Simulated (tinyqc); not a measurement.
Self-heating of a transistor with one or more fingers, with temperature-dependent conductivity: one step, computed by the program tinyqc. Command: `OMP_NUM_THREADS=1 python tinyqc.py 3016020 3016021 out.jsonl selfheat walk`. One thread of a shared host (Intel(R) Xeon(R) Processor @ 2.30GHz), about 0.07 s of CPU time with the checks.

N long parallel fingers lie on the top face of a slab whose bottom is held at T_0; the top is otherwise insulated, and heat flows in two dimensions. P in W/mm is 1000 P in W/m.

Task: Linear temperature rise of each finger. theta_i = (P/(pi kappa_0)) [g_0 + sum over j != i of g(|i - j| s)], with equal powers and constant conductivity; thermal resistance = largest theta/P.

Inputs (values chosen for the exercise, modelled on indium phosphide):
```
quantity                                      value        unit
conductivity at the base temperature kappa_0   63.7     W/(m K)
power per gate width P                          2.2        W/mm
fingers N                                         4           -
width of the heat source w                     0.19  micrometre
phonon free path Lambda                          96          nm
```

Power: fixed power.

own factor g_0 = 7.689787

g(j s), j = 1..7: 2.176896  1.496525  1.111855  0.852296  0.663727  0.521452  0.411800

Give: theta of each finger; largest theta; thermal resistance.

Result:

theta of each finger (K): 137.1  148.9  148.9  137.1

largest theta = 148.9 K

thermal resistance = 67.66 K mm/W

The neighbours supply 43 % of the rise of the hottest finger, which runs 11.7 K above the outer ones. Caution: the source is narrower than two phonon free paths, so the Fourier result understates the rise at the source.
